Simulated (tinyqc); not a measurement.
Time-domain thermoreflectance: layered heat flow under a modulated pulse train, and what the signal ratio measures. Changing the substrate conductivity kappa. Computed by tinyqc, a small Python program. Command: `OMP_NUM_THREADS=1 python tinyqc.py 3111042 3111043 out.jsonl tdtr sweep`. One thread of a shared host (Intel(R) Xeon(R) Processor @ 2.30GHz), about 0.3 s of CPU time with the checks.

Pulses repeat at 80 MHz; heat is laid down at the surface, all layers are isotropic.

Inputs (values chosen for the exercise, modelled on aluminium on sapphire): metal thickness d = 99 nm; metal conductivity = 170 W/(m K); metal heat capacity = 2.42 MJ/(m^3 K); boundary conductance G under the metal = 69 MW/(m^2 K); substrate heat capacity C = 3.1 MJ/(m^3 K); modulation frequency f = 1 MHz; spot radius w (1/e^2, pump and probe) = 24 micrometre; delay t = 730 ps.

Stack: metal, substrate.

Method:
- Penetration depth sqrt(kappa/(pi f C)); effusivity sqrt(kappa C); cooling time of the metal d C_m/G; Kapitza length kappa/G.
- For radial wave number k and angular frequency W each layer has u = sqrt(4 pi^2 k^2 + i W C/kappa) and gamma = kappa u. Surface impedance from below: Z = 1/gamma for the substrate; a layer of thickness L maps Z to (Z + tanh(u L)/gamma)/(1 + gamma Z tanh(u L)); a boundary adds 1/G.
- Response per absorbed watt H(W) = 2 pi int_0^(2/w) Z(k, W) exp(-pi^2 k^2 w^2) k dk by 20 Gauss-Legendre points.
- Signal: X + iY = sum_(m = -M..M) H(2 pi (f + m f_r)) exp(i 2 pi m f_r t) exp(-pi (m/M)^2 x 4), f_r = 80 MHz, M = 4000, with H(-W) the complex conjugate of H(W); V_in = X, V_out = Y, ratio = -V_in/V_out.

One run for each value; columns: (1) substrate conductivity kappa (W/(m K)); (2) ratio -V_in/V_out; (3) V_out (K/mW); (4) phase of H(2 pi f) (degrees); (5) depth over spot radius:
```
(1)      (2)       (3)      (4)      (5)
0.5    0.772  -0.10875  -56.990  0.00944
1.3    0.965  -0.07313  -52.098  0.01522
3.3    1.204  -0.04802  -47.664  0.02425
8.6    1.544  -0.03053  -43.142  0.03915
22     2.039  -0.01936  -38.338  0.06262
58     2.839  -0.01201  -32.657  0.10168
150    4.121  -0.00744  -26.324  0.16352
390    6.358  -0.00448  -19.488  0.26367
1000  10.654  -0.00254  -12.889  0.42221
```

What does the table show?

Over the rows, ratio -V_in/V_out rises from 0.772 to 10.7 (exponent d ln y / d ln x 0.23 between the first rows and 0.55 between the last); V_out (K/mW) rises from -0.109 to -0.00254 (exponent d ln y / d ln x -0.42 between the first rows and -0.60 between the last); phase of H(2 pi f) (degrees) rises from -57.0 to -12.9 (exponent d ln y / d ln x -0.094 between the first rows and -0.44 between the last).
